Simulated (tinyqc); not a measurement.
Schottky barriers and band offsets from neutrality levels: one step. The density of gap states that S implies. Four cases, with inputs chosen for the exercise.

Task: S and PhiN are those of material 1, from the metal contact. In the picture of a dipole layer, S = 1/(1 + 4 pi (e^2/4 pi eps0) D dl/ei) with D states per area and energy. The charge in the gap states is D (WM - PhiN) S electrons missing per area, and the dipole step is (1 - S)(WM - PhiN). 1 angstrom^-2 = 1e16 cm^-2.

Constants: e^2/(4 pi eps0) = 14.39964547 eV angstrom.

Case 1.

Values chosen: WM = 4.48 eV (work function of a metal); dl = 1.9 angstrom (width of the interface dipole layer); ei = 1 (its dielectric constant).

S = 0.114595
PhiN = 4.97000 eV

Case 2.

Values chosen: WM = 4.23 eV (work function of a metal); dl = 2.2 angstrom (width of the interface dipole layer); ei = 2 (its dielectric constant).

S = 0.080052
PhiN = 4.86000 eV

Case 3.

Values chosen: WM = 4.62 eV (work function of a metal); dl = 1.5 angstrom (width of the interface dipole layer); ei = 1.5 (its dielectric constant).

S = 0.128102
PhiN = 4.92000 eV

Case 4.

Values chosen: WM = 4.22 eV (work function of a metal); dl = 4.7 angstrom (width of the interface dipole layer); ei = 1 (its dielectric constant).

S = 0.041592
PhiN = 4.63000 eV

Give: D; electrons missing from the gap states (negative: in excess); dipole step.

Result:

Case 1.

D = 2.247e+14 1/(cm^2 eV)
electrons missing from the gap states (negative: in excess) = -1.26e+13 cm^-2
dipole step = -0.434 eV

A surface holds about 1e15 atoms per cm^2, so 1.3 % of an electron per atom makes this step.

Case 2.

D = 5.773e+14 1/(cm^2 eV)
electrons missing from the gap states (negative: in excess) = -2.91e+13 cm^-2
dipole step = -0.580 eV

A surface holds about 1e15 atoms per cm^2, so 2.9 % of an electron per atom makes this step.

Case 3.

D = 3.761e+14 1/(cm^2 eV)
electrons missing from the gap states (negative: in excess) = -1.45e+13 cm^-2
dipole step = -0.262 eV

A surface holds about 1e15 atoms per cm^2, so 1.4 % of an electron per atom makes this step.

Case 4.

D = 2.709e+14 1/(cm^2 eV)
electrons missing from the gap states (negative: in excess) = -4.62e+12 cm^-2
dipole step = -0.393 eV

A surface holds about 1e15 atoms per cm^2, so 0.5 % of an electron per atom makes this step.

Computed by tinyqc, one run a case: `OMP_NUM_THREADS=1 python tinyqc.py N N+1 out.jsonl` with N = 1850180, 1850288, 1850309, 1850341; one thread of a shared Intel(R) Xeon(R) Processor @ 2.30GHz, about 0.01 s a run at most.
